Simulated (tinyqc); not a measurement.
Read current of a NAND string, cells in series solved by shooting: one step of the calculation.

Cells in series, numbered from 0 at the source line (0 V) to the bit line, each followed by a gap resistance Rg. A cell with gate Vg, threshold VT, source Vs and drain Vd passes I = 2 nf K Vt^2 [F(Vs) - F(Vd)]/(1 + th max(Vg - VT, 0)), F(V) = ln^2(1 + exp((Vg - VT - nf V)/(2 nf Vt))). The selected cell has Vg = Vr, the others Vg = Vp.

Task. Node voltages for a trial current. For a trial current I start at 0 V and, cell by cell (the selected one is cell 2), solve for the drain: sqrt(F(Vd)) = sqrt(F(Vs) - I/k), k = 2 nf K Vt^2/(1 + th max(Vg - VT, 0)), Vd = [Vg - VT - 2 nf Vt ln(exp(sqrt F) - 1)]/nf, then add I Rg.

Parameters, values chosen for the exercise; values of the order met in vertical NAND strings: temperature T = 300 K; gain factor of a cell K = 4.2 uA/V^2; slope factor nf = 1.5; mobility reduction factor th = 0.11 1/V; resistance of the gap between cells Rg = 1.9 kohm; bit-line voltage Vbl = 0.4 V; pass voltage Vp = 5.9 V; read voltage on the selected word line Vr = 3.08 V.

Constants: q = 1.602176634e-19 C, kB = 1.380649e-23 J/K, Vt = kB T/q. Results are converted to the units shown.

second trial current = 0.46 uA
thresholds from the source end, cell 0 to 3 (V): 4.5  -1.3  1.4  4.5

Give: node voltage after each cell and gap, trial 2.

Result.

node voltage after each cell and gap, trial 2, cell 0 to 3 (V): 0.096001  0.12477  0.21674  0.34685

Program tinyqc, `OMP_NUM_THREADS=1 python tinyqc.py 2142131 2142132 out.jsonl`; Intel Xeon 2.30GHz, shared host, one thread, about 0.4 s.
